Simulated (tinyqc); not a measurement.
Born-Mayer model of an ionic crystal AB. Inputs raised by 10 %, one at a time. Computed by tinyqc, a small Python program. Command: `OMP_NUM_THREADS=1 python tinyqc.py 3028368 3028369 out.jsonl bornmayer sens`. One thread of a shared host (Intel(R) Xeon(R) Processor @ 2.30GHz), about 0.02 s of CPU time with the checks.

Energies are per ion pair and r is the nearest distance of unlike ions.

Inputs (values chosen for the exercise, for a model salt):

| quantity | value | unit |
|---|---|---|
| ionic charge z | 1 | - |
| unlike repulsion lambda | 5630 | eV |
| range rho | 0.307 | angstrom |
| like repulsion lambda2 | 311 | eV |
| dispersion C between like ions | 11 | eV angstrom^6 |
| pressure P | 2 | GPa |

Structure: zinc blende. Short range: with like-ion terms.

Constants: e^2/(4 pi eps_0) = 14.39964548 eV angstrom; 1 eV/angstrom^3 = 160.2176634 GPa.

Method:
- Madelung constant M, unlike neighbours z1, like neighbours z2 at f r, volume per pair: rock salt 1.747565, 6, 12, sqrt2, 2 r^3; caesium chloride 1.762675, 8, 6, 2/sqrt3, 8 r^3/(3 sqrt3); zinc blende 1.638055, 4, 12, sqrt(8/3), 16 r^3/(3 sqrt3).
- U(r) = -M z^2 e^2/(4 pi eps_0 r) + z1 lambda exp(-r/rho) + z2 [lambda2 exp(-f r/rho) - C/(f r)^6] (one mean like-ion term for both sublattices).
- Newton steps on g(r) = U'(r), from r = 9 rho: r(new) = r - U'(r)/U''(r), with the move limited to 0.3 angstrom. Where U'' is negative, move 0.3 angstrom downhill. Stop when |U'| is below 1e-9.
- B = U''(r0)/(9 c r0), with the volume written as c r^3.
- With the volume written as c r^3, under pressure take the root at the minimum of the enthalpy and solve U'(r) + 3 c r^2 P = 0; H = U + P V; B = (U'' - 2 U'/r)/(9 c r).

Runs:

| input moved | from | to | equilibrium distance r0 (angstrom) | lattice energy U (eV per pair) | bulk modulus B (GPa) | volume at P (angstrom^3) |
|---|---|---|---|---|---|---|
| base run | - | - | 3.177 | -6.709 | 11.20 | 86.8 |
| unlike repulsion lambda (eV) | 5630 | 6193 | 3.214 | -6.642 | 10.85 | 89.6 |
| range rho (angstrom) | 0.307 | 0.3377 | 3.536 | -6.036 | 7.40 | 114.4 |
| like repulsion lambda2 (eV) | 311 | 342.1 | 3.177 | -6.709 | 11.20 | 86.8 |
| dispersion C between like ions (eV angstrom^6) | 11 | 12.1 | 3.177 | -6.710 | 11.21 | 86.8 |
| ionic charge z | 1 | 1.1 | 3.105 | -8.287 | 14.44 | 82.8 |

Exponents ln(y'/y) / ln(x'/x):

| input | equilibrium distance r0 | lattice energy U | bulk modulus B | volume at P |
|---|---|---|---|---|
| unlike repulsion lambda | 0.119 | -0.107 | -0.331 | 0.328 |
| range rho | 1.122 | -1.111 | -4.346 | 2.896 |
| like repulsion lambda2 | 0.000 | 0.000 | 0.000 | 0.000 |
| dispersion C between like ions | -0.001 | 0.001 | 0.004 | -0.002 |
| ionic charge z | -0.242 | 2.216 | 2.666 | -0.490 |

To which inputs is each result most sensitive?

Among the inputs moved here: equilibrium distance r0 answers most in size to range rho (exponent +1.122), next to ionic charge z (-0.242); its exponent is below 0.0005 for like repulsion lambda2. Lattice energy U answers most in size to ionic charge z (exponent +2.216), next to range rho (-1.111); its exponent is below 0.0005 for like repulsion lambda2. Bulk modulus B answers most in size to range rho (exponent -4.346), next to ionic charge z (+2.666); its exponent is below 0.0005 for like repulsion lambda2. Volume at P answers most in size to range rho (exponent +2.896), next to ionic charge z (-0.490); its exponent is below 0.0005 for like repulsion lambda2.
